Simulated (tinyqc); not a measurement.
# Bandgap voltage reference from two bipolar transistors: output against temperature

Two transistors of area 1 and N carry the same current I. Is(T) = Is (T/T0)^eta exp[(Vg0 q/kB)(1/T0 - 1/T)], VBE1 = Vt ln(I/Is(T)) + I rb, VBE2 = Vt ln(I/(N Is(T))) + I rb/N. The amplifier forces I R1(T) = VBE1 - VBE2 + Vos, with R(T) = R (1 + tc (T - T0)) for both resistors, and the output is Vref = VBE1 + I R2(T). Base currents and the Early effect are neglected.

Vt = kB T/q; I = (Vt ln N + Vos)/(R1(T) - rb (1 - 1/N)).

Parameters, values chosen for the exercise; values of the order met in silicon bipolar transistors:
- T0 = 300 K (reference temperature)
- Vg0 = 1.201 V (band-gap voltage extrapolated to 0 K)
- eta = 3.3 (temperature exponent of the saturation current)
- Is = 8.5e-16 A (saturation current of the unit transistor at T0)
- N = 8 (area ratio of the second transistor)
- R1 = 16 kohm (resistor across which the difference of VBE falls, at T0)
- tc = 1200 ppm/K (temperature coefficient of both resistors)
- Vos = 0 mV (offset of the amplifier)
- rb = 110 ohm (series resistance of the unit transistor)
- R2 = 196.6 kohm (output resistor at T0)

Constants: q = 1.602176634e-19 C, kB = 1.380649e-23 J/K. Results are converted to the units shown.

Results:
```
T (K)  I (uA)  VBE1 (V)  I R2 (V)  Vref (V)  Vref - Vref(T0) (mV)  dVref/dT (uV/K)
218     2.726    0.7596    0.4832     1.243                 6.442           -36.42
233     2.856    0.7257    0.5164     1.242                 5.771           -52.97
253     3.022    0.6802    0.5606     1.241                 4.502           -73.61
273     3.180    0.6343    0.6049     1.239                 2.836           -92.84
323     3.541    0.5181    0.7154     1.233                -2.909           -135.9
348     3.706    0.4592    0.7706     1.230                -6.549           -155.1
373     3.862    0.3998    0.8258     1.226                -10.66           -173.2
398     4.010    0.3401    0.8811     1.221                -15.20           -190.2
423     4.150    0.2799    0.9363     1.216                -20.16           -206.3
```

Estimate the missing row, T = 298 K.

Computed row:
```
T (K)  I (uA)  VBE1 (V)  I R2 (V)  Vref (V)  Vref - Vref(T0) (mV)  dVref/dT (uV/K)
298     3.366    0.5764    0.6601     1.237                0.2320           -115.2
```

With this row back in the table: VBE1 falls by 2.34 mV/K on average and I R2 rises by 2.21 mV/K. The slope of Vref vanishes at T = 188 K. Between 233 and 398 K Vref spans 21.0 mV, or 103 ppm/K by the box method (span over the average over T, over 165 K).

Numbers from tinyqc (`OMP_NUM_THREADS=1 python tinyqc.py 2062191 2062192 out.jsonl`; about 0.03 s on one thread of a shared Intel Xeon 2.30GHz).
